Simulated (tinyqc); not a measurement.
From one set of inputs to another, one input at a time: four-point probe, van der Pauw, Hall and spreading-resistance readings of a semiconductor layer. Computed by tinyqc, a small Python program. Command: `OMP_NUM_THREADS=1 python tinyqc.py 3111612 3111613 out.jsonl probe ladder`. One thread of a shared host (Intel(R) Xeon(R) Processor @ 2.30GHz), about 0.01 s of CPU time with the checks.

The layer is uniform and ohmic; contacts are points unless a radius is given.

The inputs printed are set A. Set A is modelled on p-type silicon; the values taken over come from a set modelled on n-type silicon. Inputs not listed in the table keep their values of set A, so the rows need not describe a real material.

Inputs (values chosen for the exercise, modelled on p-type silicon): carrier density n = 2e+16 1/cm^3; drift mobility mu = 316 cm^2/(V s); layer thickness t = 570 micrometre; probe spacing s = 1.588 mm; current I = 0.09 mA; side ratio a/b of the van der Pauw rectangle = 1.2.

Backing of the layer: insulating.

Constants: e = 1.602176634e-19 C.

Method:
- rho = 1/(e n mu); R_s = rho/t.
- Collinear probes with equal spacing on a layer with insulating backing: images at depth 2 m t give V = (rho I/(2 pi s)) G, G = 1 + 4 sum_(m>=1) [1/sqrt(1 + (2 m u)^2) - 1/sqrt(4 + (2 m u)^2)], u = t/s; the sum runs to m = 20000, with the tail 3/(32 u^3 M^2) added to the sum for M = 20000.
- Limits: thick, rho = 2 pi s V/I; thin on an insulator, rho = (pi/ln 2) t V/I.
- Thin rectangle with point contacts at the corners; for R_B current and voltage contacts lie along the two sides of length a, for R_A along those of length b: exp(-pi R_A/R_s) = (theta_4/theta_3)^4, exp(-pi R_B/R_s) = (theta_2/theta_3)^4 with q = exp(-pi a/b), theta_2 = 2 sum_(m>=0) q^((m + 1/2)^2), theta_3 = 1 + 2 sum_(m>=1) q^(m^2), theta_4 = 1 + 2 sum_(m>=1) (-1)^m q^(m^2).

Each row keeps all changes above it:
```
input moved                                    from       to  sheet resistance R_s (ohm/square)  rho by the thin formula (ohm cm)  R_B (ohm)
set A                                             -        -                              17.33                            0.9878      6.483
probe spacing s (mm)                          1.588        1                              17.33                            0.9936      6.483
drift mobility mu (cm^2/(V s))                  316     1330                               4.12                            0.2361      1.540
current I (mA)                                 0.09     0.03                               4.12                            0.2361      1.540
layer thickness t (micrometre)                  570     1100                               2.13                            0.2625      0.798
side ratio a/b of the van der Pauw rectangle    1.2      1.4                               2.13                            0.2625      1.169
carrier density n (1/cm^3)                    2e+16  1.1e+16                               3.88                            0.4773      2.126
```

Sheet resistance R_s goes from 17.3 to 3.88, a factor 0.224 in all. The largest single move comes from drift mobility mu (a factor 0.238), and carrier density n works against it (a factor 1.82). rho by the thin formula goes from 0.988 to 0.477, a factor 0.483 in all. The largest single move comes from drift mobility mu (a factor 0.238), and carrier density n works against it (a factor 1.82). R_B goes from 6.48 to 2.13, a factor 0.328 in all. The largest single move comes from drift mobility mu (a factor 0.238), and carrier density n works against it (a factor 1.82). The single moves hold for this order of the switches; the total does not depend on the order.

Extremes, crossings and ranges named in words are read from the listed rows.
